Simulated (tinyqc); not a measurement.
# Undoped gate-all-around wire MOSFET, analytic charge model: effects of single changes

An undoped round wire of radius R under an insulator shell and a surrounding gate; long channel, electrons only, n = ni exp((psi - V)/Vt) with V the quasi-Fermi potential (0 at the source, Vd at the drain), constant mobility, no quantisation. The radial Poisson equation gives n(r) = n(0)/(1 - (1 - b) r^2/R^2)^2 with b = Q0/(Q + Q0). Q is the electron charge per area of the wire surface.

Values chosen for this exercise; material values close to those of gallium arsenide: temperature T = 400 K; band gap Eg = 1.4 eV; relative permittivity of the semiconductor eps_r = 13.1; conduction-band density of states at T Nc = 6.76e17 cm^-3; valence-band density of states at T Nv = 1.36e19 cm^-3; relative permittivity of the gate insulator eox = 7.3; insulator thickness tox = 5.6 nm; wire radius R = 6 nm; gate work function less that of the intrinsic body dphi = -0.18 V; channel mobility mu = 210 cm^2/(V s); gate length L = 0.1 um; drain voltage Vd = 0.1 V.

Constants: q = 1.602176634e-19 C, kB = 1.380649e-23 J/K, Vt = kB T/q, eps0 = 8.8541878128e-14 F/cm where lengths are in cm. Results are converted to the units shown.

Each table varies one quantity; the others keep the values above.

## Effect of the insulator thickness

ni = sqrt(Nc Nv) exp(-Eg/(2 Vt)), Eg in volts; Cox = eps0 eox/(R ln(1 + tox/R)); Q0 = 4 eps0 eps_r Vt/R; V0 = dphi + Vt ln[8 eps0 eps_r Vt/(q ni R^2)]. Q solves Vg - V0 - V = Q/Cox + Vt ln(Q/Q0) + Vt ln(1 + Q/Q0). I = mu (2 pi R/L)[2 Vt (Qs - Qd) + (Qs^2 - Qd^2)/(2 Cox) + Vt Q0 ln((Qd + Q0)/(Qs + Q0))], with Qs at V = 0 and Qd at V = Vd.  I(low) is taken at Vg = 0.29 V, Qs and I(high) at Vg = 1.04 V.

The same in every row: V0 (V) = 0.5408.

Effect of the insulator thickness:
```
tox (nm)  I(low) (nA)  Qs(high) (nC/cm^2)  I(high) (uA)
1.9            0.4750                1471         10.34
2.7            0.4748                1136         8.017
3.9            0.4747               877.5         6.213
5.6            0.4745               690.1         4.901
8.1            0.4743               549.3         3.912
12             0.4740               439.6         3.138
17             0.4736               367.4         2.627
```

As tox goes from 1.9 to 17 nm, I(low) stays near 0.474 nA and I(high) falls from 10.3 to 2.63 uA. On average I(low) is independent of tox and I(high) goes as tox^(-0.63). Below threshold no voltage drops over the insulator in this long-channel model, so its thickness does not matter there. In every row the surface density at the source at the higher gate voltage passes 0.3 Nc, where Boltzmann statistics fail. In every row the body is thin enough for quantum confinement, left out here, to raise the threshold.

## Transfer curve and volume inversion

I = mu (2 pi R/L)[2 Vt (Qs - Qd) + (Qs^2 - Qd^2)/(2 Cox) + Vt Q0 ln((Qd + Q0)/(Qs + Q0))], with Qs at V = 0 and Qd at V = Vd. The drop is psi(surface) - psi(centre) at the source end; C = dQs/dVg, Cg = Cox, drop = 2 Vt ln(1 + Qs/Q0); gm = dI/dVg.

Transfer curve and volume inversion:
```
Vg (V)  Qs (nC/cm^2)  drop (mV)      C/Cg    I (uA)  gm/I (1/V)
0.24         0.04318    0.01117  7.660e-4  1.114e-4       29.00
0.39           3.136     0.8064   0.05217  0.008344       28.01
0.54           65.43      15.13    0.4925    0.2667       16.08
0.69           220.5      41.56    0.7294     1.297       6.719
0.84           411.8      64.40    0.8198     2.740       3.758
0.99           618.9      82.77    0.8661     4.345       2.540
1.14           834.9      97.81    0.8940     6.035       1.899
1.29            1056      110.4    0.9125     7.776       1.509
1.44            1282      121.3    0.9257     9.551       1.248
```

The current rises from 1.11e-4 to 9.55 uA. In the first row gm/I is 29.0 1/V, 0.049 % below 1/Vt: with no depletion charge the whole body follows the gate, and the swing is ideal. The drop between surface and centre goes from 0.011 to 121 mV and passes Vt at Vg = 0.69 V among the rows; below that the density varies across the body by less than a factor of e (volume inversion). C reaches 0.93 of Cg in the last row. For Vg = 0.54 to 1.44 V the surface density at the source passes 0.3 Nc, where Boltzmann statistics fail. In every row the body is thin enough for quantum confinement, left out here, to raise the threshold.

Numbers from tinyqc (`OMP_NUM_THREADS=1 python tinyqc.py 2460085 2460086 out.jsonl`; about 0.02 s on one thread of a shared Intel Xeon 2.30GHz).
